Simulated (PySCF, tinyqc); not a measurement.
Inside a calculation. Method: RHF in the sto-3g basis, for BeH+, spin multiplicity 1. The lowest restricted solution is unstable here: a spin-polarised one lies 0.0618 hartree lower (PySCF). One step of it, computed by the program tinyqc.

Question. Iteration 2: DIIS coefficients. Solve [B -1; -1 0][c; lambda] = [0; -1] for the coefficients, which sum to one.

B (overlaps of the stored error matrices):
$$\begin{pmatrix}
2.9894556e-04 & 1.4860831e-03 \\
1.4860831e-03 & 2.8489331e-02
\end{pmatrix}$$

Give: DIIS coefficients.

Answer.

DIIS coefficients: [1.0460, -0.0460]
